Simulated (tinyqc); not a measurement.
One-electron ion in a basis of Gaussians, step by step. Computed by tinyqc, a small Python program that keeps every step. Settings: Z = 6, l = 1. Command: `OMP_NUM_THREADS=1 python tinyqc.py 31360 31361 out.jsonl` (the two numbers bound the seeds that draw the settings). One thread of a shared host (Intel(R) Xeon(R) Processor @ 2.60GHz), about 0.01 s of CPU time with the checks.

## Matrices over normalised Gaussians

exponents of r^l exp(-a r^2) (1/bohr^2): 0.2161  0.7226  2.4170  8.0830  27.0400  90.4200  302.4000

Z = 6

l = 1

With p = a_i + a_j and I(k) = Gamma((k+1)/2) / (2 p^((k+1)/2)): S = I(2l+2), T = (2l+3) a_i a_j S / p, V = -Z I(2l+1), each divided by sqrt(S_ii S_jj).

S, lower triangle:
```
        1       2       3       4       5       6       7
1  1.0000
2  0.6504  1.0000
3  0.2233  0.6503  1.0000
4  0.0573  0.2232  0.6504  1.0000
5  0.0133  0.0572  0.2232  0.6502  1.0000
6  0.0030  0.0133  0.0572  0.2232  0.6504  1.0000
7  0.0007  0.0030  0.0133  0.0572  0.2233  0.6504  1.0000
```

T (hartree), lower triangle:
```
        1       2       3        4        5         6         7
1  0.5403
2  0.5410  1.8065
3  0.2214  1.8087  6.0425
4  0.0602  0.7404  6.0505  20.2075
5  0.0142  0.2014  2.4761  20.2315  67.6000
6  0.0032  0.0475  0.6737   8.2814  67.6924  226.0500
7  0.0007  0.0107  0.1589   2.2530  27.7110  226.3453  756.0000
```

V (hartree), lower triangle:
```
         1        2        3         4         5         6          7
1  -2.9673
2  -2.8443  -5.4260
3  -1.6352  -5.2007  -9.9236
4  -0.7444  -2.9899  -9.5120  -18.1475
5  -0.3122  -1.3608  -5.4679  -17.3933  -33.1920
6  -0.1277  -0.5710  -2.4893   -9.9997  -31.8163  -60.6963
7  -0.0518  -0.2335  -1.0443   -4.5521  -18.2925  -58.1783  -110.9995
```

## Generalised eigenproblem

H = T + V (hartree), lower triangle:
```
         1        2        3        4        5         6         7
1  -2.4270
2  -2.3033  -3.6195
3  -1.4138  -3.3919  -3.8811
4  -0.6842  -2.2496  -3.4615   2.0600
5  -0.2980  -1.1595  -2.9917   2.8382  34.4080
6  -0.1245  -0.5235  -1.8155  -1.7183  35.8762  165.3537
7  -0.0511  -0.2227  -0.8854  -2.2991   9.4185  168.1671  645.0005
```

Solve H C = S C e through S^(-1/2); each column has its largest component positive (the first on a tie).

eigenvalues of S: 0.0764  0.1589  0.3385  0.6733  1.2147  1.9306  2.6075

eigenvalues (hartree): -4.4945  -1.9816  -0.3041  10.8034  60.1169  247.3809  944.6403

coefficients:
```
         1        2        3        4        5        6        7
1  -0.0130   0.9838  -0.9935   0.2802   0.1025  -0.0434   0.0192
2   0.4909   0.0071   1.6906  -0.8270  -0.3142   0.1325  -0.0583
3   0.5395  -0.4147  -1.0238   1.5409   0.7183  -0.3045   0.1328
4   0.1206  -0.0683  -0.0953  -1.4708  -1.3861   0.6603  -0.2861
5   0.0188  -0.0128  -0.0304   0.0792   1.5628  -1.2993   0.6111
6   0.0021  -0.0009  -0.0001  -0.0373  -0.1618   1.5620  -1.1982
7   0.0004  -0.0003  -0.0008   0.0040   0.0347  -0.1539   1.4217
```

For Z = 6 and l = 1 the exact lowest level is -Z^2/(2 n^2) with n = l + 1: -4.500000 hartree.
